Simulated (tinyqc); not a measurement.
Off-state leakage of single and stacked transistors: one step of the calculation.

n-channel devices of unit width. Subthreshold current I(Vg, Vs, Vd) = I0 (T/300 K)^0.5 exp[(Vg - Vs - VT(T) - gb (Vs - Vb) + dd (Vd - Vs))/(nf Vt)] (1 - exp(-(Vd - Vs)/Vt)), VT(T) = VT - cT (T - 300 K). Gate-edge tunnelling Ig (Vd/1 V) exp(ag (Vd - 1 V)), for a gate at 0 V, and band-to-band leakage Ab u exp(-Bb/u), u = Vd - Vb + 1 V, flow at a drain held at V; both are taken as independent of T. In a stack of off transistors (all gates at 0 V) the same subthreshold current passes through each.

Question. New Vx. Stack of two, Vx the node between them: I_low = I(0, 0, Vx), I_up = I(0, Vx, V), f = ln(I_up/I_low), f' = -(1 + gb + 2 dd)/(nf Vt) - 1/(Vt (exp(Vx/Vt) - 1)) - 1/(Vt (exp((V - Vx)/Vt) - 1)), Vx(new) = Vx - f/f'.

Values chosen for this exercise; values of the order met in bulk silicon logic transistors:
- T = 378 K (temperature)
- V = 0.7 V (supply voltage)
- VT = 0.31 V (threshold at 300 K, zero drain and body bias)
- cT = 0.9 mV/K (fall of the threshold with temperature)
- I0 = 0.52 uA/um (current at threshold at 300 K)
- nf = 1.21 (slope factor)
- dd = 0.1 (drain-induced lowering per volt)
- gb = 0.09 (rise of the threshold per volt of source-body bias)
- Vb = 0 V (body voltage)

Constants: q = 1.602176634e-19 C, kB = 1.380649e-23 J/K, Vt = kB T/q. Results are converted to the units shown.

Vx at the start = 0.054 V

Wanted: I_low; I_up; f; f'; Vx after iteration 1.

Answer.

I_low = 1.2347 nA/um
I_up = 1.5386 nA/um
f = 0.22004
f' = -39.957 1/V
Vx after iteration 1 = 0.059507 V

tinyqc, about 0.03 s, one thread, Intel Xeon 2.30GHz (shared host): `OMP_NUM_THREADS=1 python tinyqc.py 2242243 2242244 out.jsonl`
